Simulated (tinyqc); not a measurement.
# Transfer length from front and end resistance

Inverse problem. A contact of length d and width W has Rc = (Rsh Lt/W) coth(d/Lt) and Re = (Rsh Lt/W)/sinh(d/Lt), with Rsh the sheet resistance under the metal and Lt = sqrt(rc/Rsh). Find Lt, Rsh and rc.

Parameters, values chosen for the exercise: contact length d = 0.023 um; contact width W = 0.36 um.

Rc = 130.26884 ohm
Re = 110.70091 ohm

Solution. Rc/Re = cosh(d/Lt) gives Lt, and Re then gives Rsh.

Lt = 0.03924 um
Rsh = 630.0 ohm/sq
rc = 9.700e-9 ohm cm^2

Numbers from tinyqc (`OMP_NUM_THREADS=1 python tinyqc.py 2760167 2760168 out.jsonl`; about 0.01 s on one thread of a shared Intel Xeon 2.30GHz).
